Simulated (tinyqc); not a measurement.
# Heat flow across a film from the phonon Boltzmann equation in the relaxation-time approximation, step by step

A worked calculation. Computed by tinyqc, a small Python program that keeps every step. Command: `OMP_NUM_THREADS=1 python tinyqc.py 3017927 3017928 out.jsonl slabbte walk`. One thread of a shared host (Intel(R) Xeon(R) Processor @ 2.30GHz), about 0.01 s of CPU time with the checks. Intermediate numbers are printed to about 6 digits and carried at full precision; extremes and crossings named in words are read from the listed rows.

Two black walls, hot at x = 0 and cold at x = L, emit phonons isotropically. For one free path Lambda, with tau = x/Lambda, tau_L = L/Lambda and phi = (T - T_cold)/Delta T, energy balance gives phi(tau) = (1/2) [E2(tau) + int_0^tau_L phi(s) E1(|tau - s|) ds]; E_n are the exponential integrals. The flux over the ballistic flux C v Delta T/4 is psi = 1 - 2 int_0^tau_L phi(s) E2(s) ds, and kappa_eff/kappa = (3/4) tau_L psi. kappa = C v Lambda/3 is an input, so at fixed kappa a longer free path means a smaller C v.

Inputs (values chosen for the exercise, modelled on sapphire):
```
quantity,value,unit
bulk conductivity kappa,34.1,W/(m K)
film thickness L,39,nm
wall temperature difference Delta T,1.2,K
free path Lambda_1,17,nm
free path Lambda_2,250,nm
share f_2 of kappa,0.39,-
free path Lambda_3,1000,nm
share f_3 of kappa,0.29,-
cells n in the small system,6,-
```

Free-path groups: three.

## The small linear system for Lambda_1

Cut the film into n equal cells with constant phi, collocated at the centres c_i: the kernel integrates to A_ij = |E2(|c_i - e_j|) - E2(|c_i - e_(j+1)|)|/2 for cell edges e_j, and A_ii = 1 - E2(half a cell); solve (1 - A) phi = E2(c)/2; psi = 1 - 2 sum_j phi_j [E3(e_j) - E3(e_(j+1))].

optical thickness tau_L = 2.29412

1 - A:
```
,1,2,3,4,5,6
1,0.585151,-0.148306,-0.064998,-0.033563,-0.018580,-0.010707
2,-0.148306,0.585151,-0.148306,-0.064998,-0.033563,-0.018580
3,-0.064998,-0.148306,0.585151,-0.148306,-0.064998,-0.033563
4,-0.033563,-0.064998,-0.148306,0.585151,-0.148306,-0.064998
5,-0.018580,-0.033563,-0.064998,-0.148306,0.585151,-0.148306
6,-0.010707,-0.018580,-0.033563,-0.064998,-0.148306,0.585151
```

right-hand side E2(c)/2: [0.292575, 0.144270, 0.0792715, 0.0457082, 0.0271281, 0.0164206]

flux weights E3(e_j) - E3(e_(j+1)): [0.235731, 0.112658, 0.0615653, 0.0354129, 0.0209885, 0.0126928]

## Temperature profile and flux in the small system

In short, (1 - A) phi = b and psi = 1 - 2 sum_j w_j phi_j, with b the right-hand side and w_j the flux weights; the cells divide 0 to tau_L.

phi at the cell centres: [0.768911, 0.658098, 0.552363, 0.447637, 0.341902, 0.231089]

psi, small system = 0.369271

## Fine solution for Lambda_1

Use 150 and 300 cells and extrapolate psi = (4 psi(300) - psi(150))/3. The jump at the hot wall is 1 - phi there (linear extrapolation from the first two of 300 cells). Two-flux (diffusion with slip) formula: psi = 1/(1 + 3 tau_L/4).

psi for Lambda_1 = 0.359073

kappa_eff/kappa for Lambda_1 = 0.617817

jump at the wall / Delta T for Lambda_1 = 0.156147

psi, two-flux formula = 0.367568

The small system misses psi by +2.84 % and the two-flux formula by +2.4 %. For Lambda_1 alone: Jumps at the walls and the gradient inside share Delta T.

## Conductivity, flux and boundary resistance of the film

Each group is solved on its own with 150 and 300 cells, psi = (4 psi(300) - psi(150))/3, and weighted by its share of kappa (f_1 is what the others leave); exchange of energy between groups inside the film is left out. Flux J = kappa_eff Delta T/L; apparent boundary resistance per wall (L/kappa_eff - L/kappa)/2.

kappa_eff = 8.38486 W/(m K)

kappa_eff/kappa = 0.245890

flux J = 0.257996 GW/m^2

apparent resistance per wall = 1.75377 m^2 K/GW

## Exact and approximate size effects

Two-flux: kappa_eff/kappa = sum f_i/(1 + 4 Lambda_i/(3 L)). Matthiessen with the thickness: sum f_i/(1 + Lambda_i/L). Ballistic limit: sum f_i 3 L/(4 Lambda_i).

Kappa_eff/kappa:
```
L (nm),Boltzmann,two-flux,Matthiessen,ballistic limit
0.51,0.00770451,0.00774824,0.0102622,0.00790762
1.7,0.0243217,0.0246738,0.0322172,0.0263588
4.2,0.0544773,0.0557883,0.0710529,0.0651216
10,0.108213,0.111477,0.136390,0.155051
26,0.199458,0.204725,0.237576,0.403134
68,0.314343,0.320152,0.357861,1.05435
170,0.439717,0.446869,0.490903,2.635875
420,0.581581,0.590516,0.637804,6.51216
```

The two-flux formula lies above the Boltzmann result by at most about 3.0 % (at L = 10 nm); the Matthiessen form is high by up to 33 %, since it misses the factor 3/4 of the ballistic limit. The thinnest film reaches 97 % of that limit, and the thickest, 25 Lambda_1, only 58 % of the bulk value: the long free paths keep the size effect alive far beyond Lambda_1. Rows below about 10 nm are near the phonon wavelength, where a particle picture fails.

Checks made by the program: symmetry phi(tau) + phi(tau_L - tau) = 1 (relative difference below 1e-10); thick-film limit psi = 1/(3 tau_L/4 + 1.0657) at tau_L = 20 (relative difference 2e-04).
